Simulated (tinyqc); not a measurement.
# Dose and depth of a threshold implant

Question. A sheet of D acceptors per cm^2 lies at depth xi inside the depleted layer of a body doped Na. In the depletion approximation VT = Vfb + f2 + q D/Cox + gamma sqrt(f2 + Vsb - q D xi/(eps0 eps_r)), gamma = sqrt(2 eps0 eps_r q Na)/Cox, Cox = eps0 eox/tox. Find gamma, D and xi.

Inputs (values chosen for the exercise); band and dielectric values close to those of silicon:
```
symbol,value,unit,meaning
eps_r,11.8,,relative permittivity
Na,6.7e16,cm^-3,acceptor density deep in the body
eox,9.27,,relative permittivity of the gate insulator (close to aluminium oxide)
tox,17,nm,insulator thickness
Vfb,-0.5,V,flat-band voltage
f2,0.764,V,band bending 2 phiF at threshold
```

Constants: q = 1.602176634e-19 C, eps0 = 8.8541878128e-14 F/cm where lengths are in cm. Results are converted to the units shown.

VT against the source at Vsb = 0 and 1.7 V (V): 0.58696172  0.81246323

Answer. With y^2 = f2 - q D xi/(eps0 eps_r) and d the difference of the thresholds over gamma, sqrt(y^2 + Vsb) - y = d gives y = (Vsb - d^2)/(2 d). The first threshold then gives D, and y^2 gives xi.

gamma = 0.310 V^0.5
D = 2.20e11 cm^-2
xi = 34.0 nm

tinyqc, about 0.4 s, one thread, Intel Xeon 2.30GHz (shared host): `OMP_NUM_THREADS=1 python tinyqc.py 2080075 2080076 out.jsonl`
